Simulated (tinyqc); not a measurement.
Worked calculation: Slater-Koster d bands of a bcc metal. Values are carried at full precision from step to step, so a last printed digit may differ when a step is redone from the rounded ones.

Slater-Koster d bands. For a bond with direction cosines (l, m, n) the 5 x 5 block is dds Ps + ddp Pp + ddd (1 - Ps - Pp), the projectors on sigma, pi and delta states about the bond; for instance <xy|xy> = 3 l^2 m^2 dds + (l^2 + m^2 - 4 l^2 m^2) ddp + (n^2 + l^2 m^2) ddd, <xy|yz> = 3 l m^2 n dds + l n (1 - 4 m^2) ddp + l n (m^2 - 1) ddd and <3z2-r2|3z2-r2> = (n^2 - (l^2 + m^2)/2)^2 dds + 3 n^2 (l^2 + m^2) ddp + (3/4)(l^2 + m^2)^2 ddd. H(k) sums the blocks times cos(k.R) over the neighbours; the d level is the zero of energy; k in 2 pi/a.

Inputs chosen for the exercise (of the size met in Mo; shifted at random, so the results belong to these values and not to a real crystal):
- dds = -1.197 eV (dd sigma)
- ddp = 0.826 eV (dd pi)
- ddd = -0.108 eV (dd delta)
- f2 = 0.487 (factor on all three integrals for second neighbours)
- k = (0.88, 0.36, 0) 2 pi/a (wave vector)
- Nd = 5 (d electrons per atom)

## The block of one bond

Direction (1,1,1)/sqrt3; its eigenvalues must be dds once, ddp twice and ddd twice.

block (eV), lower triangle:
```
             xy       yz       zx   x2-y2  3z2-r2
xy      -0.2634
yz      -0.4668  -0.2634
zx      -0.4668  -0.4668  -0.2634
x2-y2         0  -0.3113   0.3113  0.5147
3z2-r2  -0.3595   0.1797   0.1797       0  0.5147
```

## Levels at Gamma

Neighbours: eight at (a/2)(1,1,1) and equivalents, and six at a(1,0,0) and equivalents with the integrals times f2.

Summing the blocks at k = 0 gives E(t2g) = (8/3) dds + (16/9) ddp + (32/9) ddd + f2 (4 ddp + 2 ddd), E(eg) = (16/3) ddp + (8/3) ddd + f2 (3 dds + 3 ddd).

levels (eV): t2g (threefold) -0.6037, eg (twofold) 2.2107

The t2g level lies lower, by 2.8144 eV.

## The Hamiltonian at one k

Sum over the neighbours.

H(k) (eV), lower triangle:
```
            xy      yz      zx    x2-y2   3z2-r2
xy      0.8028
yz           0  1.0494
zx           0  1.2438  2.2924
x2-y2        0       0       0  -1.8176
3z2-r2  0.9580       0       0   0.6276  -2.8298
```

## Levels and character

Diagonalise H; t2g is xy, yz, zx and eg the other two.

levels (eV): -3.3155  -1.5772  0.2804  1.0481  3.0613

weights:
```
     band 1  band 2  band 3  band 4  band 5
t2g   0.044   0.020   1.000   0.936   1.000
eg    0.956   0.980   0.000   0.064   0.000
```

## Levels at points of symmetry

Coordinates: G (0, 0, 0), H (1, 0, 0), N (0.5, 0.5, 0), P (0.5, 0.5, 0.5); the others lie half way.

Levels (eV):
```
k        band 1  band 2  band 3  band 4  band 5
G        -0.604  -0.604  -0.604   2.211   2.211
G-H 0.5  -1.696  -0.105  -0.105   0.425   1.714
H        -6.024  -6.024   3.611   3.611   3.611
N        -4.017  -3.629   1.696   1.878   3.839
P        -1.504  -1.504  -1.504   1.907   1.907
P-G 0.5  -2.461  -2.461   1.852   1.852   1.895
G-N 0.5  -2.116  -1.900   1.618   1.633   1.953
```

On these points the bands run from -6.024 (H) to 3.839 eV (N).

## Second moment and the rectangular band

mu2 = z (dds^2 + 2 ddp^2 + 2 ddd^2)/5 per orbital, with z = 8 + 6 f2^2. A rectangular band with the same mu2 has width W = sqrt(12 mu2), Fermi level W (Nd/10 - 1/2) and bond energy -W Nd (10 - Nd)/20 (Friedel).

mu2 = 5.3159 eV^2
W = 7.9869 eV
Fermi level = 0.0000 eV
bond energy per atom = -9.9836 eV

The bond energy is the attractive part alone; the repulsion between atoms, left out, cancels a large share of it in the cohesive energy.

## Checks

- Levels at Gamma from the formulas against H(0): they agree to 1e-10 or better.
- Second moment from the formula against the mean square level on the mesh: both 5.31588.

(tinyqc, `OMP_NUM_THREADS=1 python tinyqc.py 1482641 1482642 out.jsonl`, Intel(R) Xeon(R) Processor @ 2.30GHz, 1 thread, shared host, about 0.06 s.)
